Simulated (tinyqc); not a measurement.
Tersoff bond-order potential. From bond length back to A. Computed by tinyqc, a small Python program. Command: `OMP_NUM_THREADS=1 python tinyqc.py 3012882 3012883 out.jsonl tersoff inv`. One thread of a shared host (Intel(R) Xeon(R) Processor @ 2.30GHz), about 0.01 s of CPU time with the checks.

E = (1/2) sum_(i, j != i) [A exp(-lambda r_ij) - b_ij B exp(-mu r_ij)], b_ij = (1 + (beta zeta_ij)^n)^(-1/(2n)), zeta_ij = sum_(k != i, j) g(theta_ijk), g = 1 + c^2/d^2 - c^2/(d^2 + (h - cos theta)^2), with theta at atom i. Only nearest neighbours count (cut-off function 1 for them, 0 beyond).

Inputs (values chosen for the exercise, modelled on germanium):

| quantity | value | unit |
|---|---|---|
| B | 424.38 | eV |
| lambda | 2.4451 | 1/angstrom |
| mu | 1.7047 | 1/angstrom |
| beta | 9.29e-07 | - |
| n | 0.747 | - |
| c | 104400 | - |
| d | 15.86 | - |
| h | -0.4233 | - |

Constants: 1 eV/angstrom^3 = 160.2176634 GPa.

Method:
- zeta = 3 g(cos theta = -1/3).
- With z equal bonds of order b, r = ln(lambda A/(mu b B))/(lambda - mu) and E per atom = -(z/2) b B exp(-mu r)(1 - mu/lambda).
- a0 = 4 r/sqrt3; B0 = phi''(r)/(3 a0) with phi'' = mu (lambda - mu) b B exp(-mu r), since b does not change under uniform scaling.

Task: A run gave the result below. Find the A, known to lie between 1400 and 2100 eV.

bond length = 2.305583 angstrom

Result:

Each step takes the trial c = (a f_b - b f_a)/(f_b - f_a), f being the result less the target and a, b, c the logarithms of the listed values; c replaces end b, the old b replaces a if the sign of f changed, and otherwise f_a is halved.

Scan of the range:

| A (eV) | bond length (angstrom) |
|---|---|
| 1400 | 2.11347 |
| 1500 | 2.20665 |
| 1600 | 2.29382 |
| 1710 | 2.38362 |
| 1830 | 2.47522 |
| 1960 | 2.56791 |
| 2100 | 2.66110 |

False position (Illinois rule, in the logarithm of the input) inside the bracket:

| step | end a | end b | trial | bond length (angstrom) |
|---|---|---|---|---|
| 1 | 1600 | 1710 | 1614.00 | 2.305583 |

Bond length rises at every point of a 13-point scan of the range (every second point is shown), so one value fits; it is bracketed by 1600 and 1710. Answer: A = 1614 eV.
